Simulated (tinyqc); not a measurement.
Ways to converge the cycle: SCF convergence aids in the sto-3g basis, for Li+, spin multiplicity 1. Computed by the program tinyqc with PySCF. RHF with one setting changed at a time; a run stops when the energy changes by less than 1e-09 hartree and the error matrix is below 1e-5. The start is the Wolfsberg-Helmholz matrix. Damping d keeps d of the old density; a shift (hartree) raises the virtual levels; DIIS n extrapolates F over n matrices.

Geometry (angstrom):
```
atom       x       y       z
Li    0.0000  0.0000  0.0000
```

lowest restricted solution found by these runs and by PySCF = -7.135448 hartree

Largest element of the error matrix X^T (FDS - SDF) X:
```
iteration    plain  damping 0.3  damping 0.6  shift 0.4   DIIS 3   DIIS 8
1          2.0e-03      2.0e-03      2.0e-03    2.0e-03  2.0e-03  2.0e-03
2          2.4e-04      7.8e-04      1.3e-03    4.8e-04  2.4e-04  2.4e-04
3          3.0e-05      3.0e-04      8.5e-04    1.2e-04  1.0e-08  1.0e-08
4          3.6e-06      1.2e-04      5.5e-04    2.8e-05  4.5e-09  4.5e-09
5                -      4.4e-05      3.6e-04    6.7e-06        -        -
6                -      1.7e-05      2.3e-04          -        -        -
8                -      2.5e-06      9.7e-05          -        -        -
10               -            -      4.1e-05          -        -        -
14               -            -      7.2e-06          -        -        -
```

How each run ends:
```
run          iterations  E (hartree)         state
plain                 4    -7.135448  lowest found
damping 0.3           8    -7.135448  lowest found
damping 0.6          14    -7.135448  lowest found
shift 0.4             5    -7.135448  lowest found
DIIS 3                4    -7.135448  lowest found
DIIS 8                4    -7.135448  lowest found
```

What does the comparison show, and why?

6 of 6 runs reach the lowest restricted solution found, in 4 to 14 iterations (fastest: plain, DIIS 3, DIIS 8). Plain steps already contract here, so damping only slows them.
